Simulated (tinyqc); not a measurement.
RKS/LDA (PW92) in the sto-3g basis, for BeH2, spin multiplicity 1, step by step. One step of it, computed by the program tinyqc.

Task: Iteration 2: building the Kohn-Sham matrix. J_ij = sum D_kl (ij|kl); F = H + J + V_xc; E = tr D H + tr D J / 2 + E_xc + E_nn.

D after iteration 1, lower triangle:
```
            1Be 1s    1Be 2s   1Be 2px    1Be 2py   1Be 2pz     2H 1s     3H 1s
1Be 1s    1.984764
1Be 2s    0.032416  0.181593
1Be 2px   0.000000  0.000000  0.000000
1Be 2py   0.000000  0.000000  0.000000   0.147002
1Be 2pz   0.000000  0.000000  0.000000   0.000000  0.000000
2H 1s    -0.209850  0.333675  0.000000   0.307563  0.000000  1.293295
3H 1s    -0.209850  0.333675  0.000000  -0.307563  0.000000  0.006305  1.293295
```

core Hamiltonian H = T + V (hartree), lower triangle:
```
            1Be 1s     1Be 2s    1Be 2px    1Be 2py    1Be 2pz      2H 1s      3H 1s
1Be 1s   -8.576946
1Be 2s   -2.116471  -2.781889
1Be 2px   0.000000   0.000000  -2.247602
1Be 2py   0.000000   0.000000   0.000000  -2.446833
1Be 2pz   0.000000   0.000000   0.000000   0.000000  -2.247602
2H 1s    -0.411972  -1.072696   0.000000  -1.163695   0.000000  -2.057722
3H 1s    -0.411972  -1.072696   0.000000   1.163695   0.000000  -0.069867  -2.057722
```

Two-electron integrals (ij|kl) in chemists' order, unique and non-zero (hartree):
```
(11|11) 2.298831    (21|11) 0.392036    (21|21) 0.079539    (22|11) 0.570988
(22|21) 0.143041    (22|22) 0.417683    (31|31) 0.014607    (32|31) 0.021888
(32|32) 0.092265    (33|11) 0.569578    (33|21) 0.143083    (33|22) 0.417589
(33|33) 0.449859    (41|41) 0.014607    (42|41) 0.021888    (42|42) 0.092265
(43|43) 0.024249    (44|11) 0.569578    (44|21) 0.143083    (44|22) 0.417589
(44|33) 0.401360    (44|44) 0.449859    (51|51) 0.014607    (52|51) 0.021888
(52|52) 0.092265    (53|53) 0.024249    (54|54) 0.024249    (55|11) 0.569578
(55|21) 0.143083    (55|22) 0.417589    (55|33) 0.401360    (55|44) 0.401360
(55|55) 0.449859    (61|11) 0.074371    (61|21) 0.015081    (61|22) 0.027354
(61|33) 0.027162    (61|41) 0.001332    (61|42) 0.002516    (61|44) 0.027752
(61|55) 0.027162    (61|61) 0.002998    (62|11) 0.185631    (62|21) 0.047212
(62|22) 0.150862    (62|33) 0.145079    (62|41) 0.006173    (62|42) 0.038330
(62|44) 0.162290    (62|55) 0.145079    (62|61) 0.009904    (62|62) 0.082084
(63|31) 0.004267    (63|32) 0.020138    (63|43) 0.006583    (63|63) 0.007400
(64|11) 0.201123    (64|21) 0.051765    (64|22) 0.173406    (64|33) 0.163133
(64|41) 0.010000    (64|42) 0.059545    (64|44) 0.193775    (64|55) 0.163133
(64|61) 0.011331    (64|62) 0.107166    (64|64) 0.144230    (65|51) 0.004267
(65|52) 0.020138    (65|54) 0.006583    (65|65) 0.007400    (66|11) 0.353129
(66|21) 0.091407    (66|22) 0.327731    (66|33) 0.304073    (66|41) 0.013808
(66|42) 0.111411    (66|44) 0.374777    (66|55) 0.304073    (66|61) 0.019639
(66|62) 0.227868    (66|64) 0.315455    (66|66) 0.774606    (71|11) 0.074371
(71|21) 0.015081    (71|22) 0.027354    (71|33) 0.027162    (71|41) -0.001332
(71|42) -0.002516   (71|44) 0.027752    (71|55) 0.027162    (71|61) 0.002738
(71|62) 0.008358    (71|64) 0.008847    (71|66) 0.016010    (71|71) 0.002998
(72|11) 0.185631    (72|21) 0.047212    (72|22) 0.150862    (72|33) 0.145079
(72|41) -0.006173   (72|42) -0.038330   (72|44) 0.162290    (72|55) 0.145079
(72|61) 0.008358    (72|62) 0.041927    (72|64) 0.044186    (72|66) 0.085644
(72|71) 0.009904    (72|72) 0.082084    (73|31) 0.004267    (73|32) 0.020138
(73|43) -0.006583   (73|63) 0.002955    (73|73) 0.007400    (74|11) -0.201123
(74|21) -0.051765   (74|22) -0.173406   (74|33) -0.163133   (74|41) 0.010000
(74|42) 0.059545    (74|44) -0.193775   (74|55) -0.163133   (74|61) -0.008847
(74|62) -0.044186   (74|64) -0.045119   (74|66) -0.089580   (74|71) -0.011331
(74|72) -0.107166   (74|74) 0.144230    (75|51) 0.004267    (75|52) 0.020138
(75|54) -0.006583   (75|65) 0.002955    (75|75) 0.007400    (76|11) 0.011808
(76|21) 0.002922    (76|22) 0.008273    (76|33) 0.008154    (76|44) 0.008508
(76|55) 0.008154    (76|61) 0.000561    (76|62) 0.003066    (76|64) 0.003575
(76|66) 0.006831    (76|71) 0.000561    (76|72) 0.003066    (76|74) -0.003575
(76|76) 0.000166    (77|11) 0.353129    (77|21) 0.091407    (77|22) 0.327731
(77|33) 0.304073    (77|41) -0.013808   (77|42) -0.111411   (77|44) 0.374777
(77|55) 0.304073    (77|61) 0.016010    (77|62) 0.085644    (77|64) 0.089580
(77|66) 0.177446    (77|71) 0.019639    (77|72) 0.227868    (77|74) -0.315455
(77|76) 0.006831    (77|77) 0.774606
```

nuclear repulsion = 3.01677149 hartree

V_xc (hartree), lower triangle:
```
            1Be 1s     1Be 2s    1Be 2px    1Be 2py    1Be 2pz      2H 1s      3H 1s
1Be 1s   -1.422730
1Be 2s   -0.205405  -0.286305
1Be 2px   0.000000   0.000000  -0.250410
1Be 2py   0.000000   0.000000   0.000000  -0.351831
1Be 2pz   0.000000   0.000000   0.000000   0.000000  -0.250410
2H 1s    -0.039424  -0.145705   0.000000  -0.192462   0.000000  -0.482265
3H 1s    -0.039424  -0.145705   0.000000   0.192462   0.000000  -0.006617  -0.482265
```

E_xc = sum of w rho eps_xc = -3.49254204 hartree

Give: Coulomb J; Kohn-Sham matrix F; total energy of this density.

Result:

Coulomb J (hartree), lower triangle:
```
         1Be 1s  1Be 2s  1Be 2px  1Be 2py  1Be 2pz  2H 1s  3H 1s
1Be 1s    6.122
1Be 2s    1.181   2.519
1Be 2px   0.000   0.000    2.433
1Be 2py   0.000   0.000    0.000    2.683
1Be 2pz   0.000   0.000    0.000    0.000    2.433
2H 1s     0.226   0.996    0.000    1.195    0.000  2.496
3H 1s     0.226   0.996    0.000   -1.195    0.000  0.052  2.496
```

Kohn-Sham matrix F (hartree), lower triangle:
```
         1Be 1s  1Be 2s  1Be 2px  1Be 2py  1Be 2pz   2H 1s   3H 1s
1Be 1s   -3.878
1Be 2s   -1.141  -0.549
1Be 2px   0.000   0.000   -0.065
1Be 2py   0.000   0.000    0.000   -0.116
1Be 2pz   0.000   0.000    0.000    0.000   -0.065
2H 1s    -0.225  -0.222    0.000   -0.161    0.000  -0.044
3H 1s    -0.225  -0.222    0.000    0.161    0.000  -0.024  -0.044
```

total energy of this density = -15.26851 hartree
